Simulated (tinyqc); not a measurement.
# Transit time and capacitance from two cut-off frequencies

Problem. 1/(2 pi fT) = tauF + Vt C/JC, C the sum of the junction capacitances per area. Find C, tauF and the limit of fT at high current.

Parameters, values chosen for the exercise: temperature T = 300 K.

Constants: q = 1.602176634e-19 C, kB = 1.380649e-23 J/K, Vt = kB T/q. Results are converted to the units shown.

JC (mA/um^2): [0.024, 0.68]
fT (GHz): [14.810955, 61.486855]

Solution. The delay is a straight line in 1/JC with slope Vt C and intercept tauF.

C = 7.850 fF/um^2
tauF = 2.290 ps
limit of fT = 69.50 GHz

Computed by the program tinyqc: `OMP_NUM_THREADS=1 python tinyqc.py 2320015 2320016 out.jsonl`, one thread of a shared Intel Xeon 2.30GHz, about 0.01 s for the whole run.
